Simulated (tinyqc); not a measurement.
Changing the diffusion length L: surface photovoltage measurement of the minority-carrier diffusion length in a wafer. Computed by tinyqc, a small Python program. Command: `OMP_NUM_THREADS=1 python tinyqc.py 3130186 3130187 out.jsonl spv sweep`. One thread of a shared host (Intel(R) Xeon(R) Processor @ 2.30GHz), about 0.02 s of CPU time with the checks.

Low injection, steady light, a depletion layer much thinner than 1/alpha and L. The excess density dn is taken at the front edge of the neutral region; light that reaches the back is lost.

Inputs (values chosen for the exercise, modelled on p-type silicon at room temperature):
```
quantity,value,unit
wafer thickness W,300,micrometre
diffusivity D,28.1,cm^2/s
front recombination velocity S_f,150,cm/s
back recombination velocity S_b,2600,cm/s
photon flux entering,2.4e+13,1/(cm^2 s)
minority density at the surface barrier scale n_0,1.9e+09,1/cm^3
temperature T,298,K
wavelength,933,nm
relative noise of each reading,1,%
```

normal deviates g for the noise: [-1.27, 0.61, -0.31, -1.81, 2.82, 2.76, 0.49]

Constants: k_B = 8.617333262e-05 eV/K.

Method:
- alpha = (84.732/lambda - 76.417)^2 per cm with lambda in micrometre (an empirical fit for silicon between 0.7 and 1.05 micrometre).
- Thick wafer: dn = Phi L/((S_f + D/L)(L + 1/alpha)). Finite wafer, with s = S_b L/D, w = W/L, a = alpha L: dn = [Phi a/(a^2 - 1)] [a - B - exp(-alpha W)(a - s)/(cosh w + s sinh w)]/(S_f + B D/L), B = (sinh w + s cosh w)/(cosh w + s sinh w).
- Photovoltage V = (k_B T/e) ln(1 + dn/n_0). Lifetime = L^2/D.
- Readings y = (Phi/dn) (1 + noise x g) at 780, 830, 880, 920, 950, 975 and 995 nm; a least-squares line y = c (1/alpha + L_app) gives L_app = intercept/slope.

One run for each value:
```
diffusion length L (micrometre),apparent length L_app (micrometre),error of L_app (rounded to 0.001) (%),"dn, finite wafer (1/cm^3)",B
8,7.64,-4.549,9.6803e+07,1.0000
15,14.47,-3.548,3.0152e+08,1.0000
29,28.08,-3.182,9.1592e+08,1.0000
54,52.19,-3.350,2.3681e+09,1.0000
100,95.08,-4.921,5.4714e+09,0.9998
190,160.62,-15.461,1.1409e+10,1.0236
370,217.93,-41.101,1.8699e+10,1.2428
700,243.05,-65.278,2.2929e+10,1.9022
1300,251.31,-80.669,2.4510e+10,3.2877
2500,253.90,-89.844,2.5030e+10,6.1796
```

Over the rows, apparent length L_app (micrometre) rises from 7.64 to 254 (exponent d ln y / d ln x 1.0 between the first rows and 0.016 between the last); error of L_app (rounded to 0.001) (%) goes from -4.55 through a maximum among these rows, -3.18 at 29.0, to -89.8; dn, finite wafer (1/cm^3) rises from 9.68e7 to 2.50e10 (exponent d ln y / d ln x 1.8 between the first rows and 0.032 between the last).

Extremes, crossings and ranges named in words are read from the listed rows.
